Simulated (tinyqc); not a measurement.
Changing the ion energy E: implant damage, amorphisation by cascade overlap, and solid-phase epitaxial regrowth. Computed by tinyqc, a small Python program. Command: `OMP_NUM_THREADS=1 python tinyqc.py 3111931 3111932 out.jsonl sper sweep`. One thread of a shared host (Intel(R) Xeon(R) Processor @ 2.30GHz), about 0.01 s of CPU time with the checks.

Range and width of the damage are inputs. Dynamic annealing enters only through the surviving share f.

Inputs (values chosen for the exercise, modelled on fluorine ions in silicon):

| quantity | value | unit |
|---|---|---|
| ion Z1 | 9 | - |
| ion mass M1 | 19 | u |
| target Z2 | 14 | - |
| target mass M2 | 28.09 | u |
| displacement energy E_d | 14 | eV |

Constants: a_0 = 0.529177210903 angstrom; e^2/(4 pi eps_0) = 14.39964548 eV angstrom.

Method. Robinson partition: eps = E a M2/(Z1 Z2 (e^2/(4 pi eps_0)) (M1 + M2)), a = 0.8853 a_0/sqrt(Z1^(2/3) + Z2^(2/3)); k = 0.0793 Z1^(2/3) Z2^(1/2) (M1 + M2)^(3/2)/((Z1^(2/3) + Z2^(2/3))^(3/4) M1^(3/2) M2^(1/2)); damage energy T_d = E/(1 + k (eps + 0.40244 eps^(3/4) + 3.4008 eps^(1/6))); displacements nu = 0.8 T_d/(2 E_d).

One run for each value:

| ion energy E (keV) | T_d/E | displacements per ion nu | reduced energy eps |
|---|---|---|---|
| 1.0 | 0.73719 | 21.1 | 0.048 |
| 2.0 | 0.70867 | 40.5 | 0.097 |
| 4.2 | 0.67208 | 80.6 | 0.203 |
| 8.5 | 0.62864 | 152.7 | 0.411 |
| 17.0 | 0.57393 | 278.8 | 0.822 |
| 35.0 | 0.50028 | 500.3 | 1.693 |
| 72.0 | 0.40867 | 840.7 | 3.483 |
| 150.0 | 0.30388 | 1302.3 | 7.257 |
| 300.0 | 0.20849 | 1787.0 | 14.514 |

What does the table show, and why?

Over the rows, T_d/E falls from 0.737 to 0.208 (exponent d ln y / d ln x -0.057 between the first rows and -0.54 between the last); displacements per ion nu rises from 21.1 to 1790 (exponent d ln y / d ln x 0.94 between the first rows and 0.46 between the last); reduced energy eps rises from 0.0484 to 14.5 (exponent d ln y / d ln x about 1.0 throughout). Electronic losses take a growing share as eps rises, so nu grows more slowly than E.
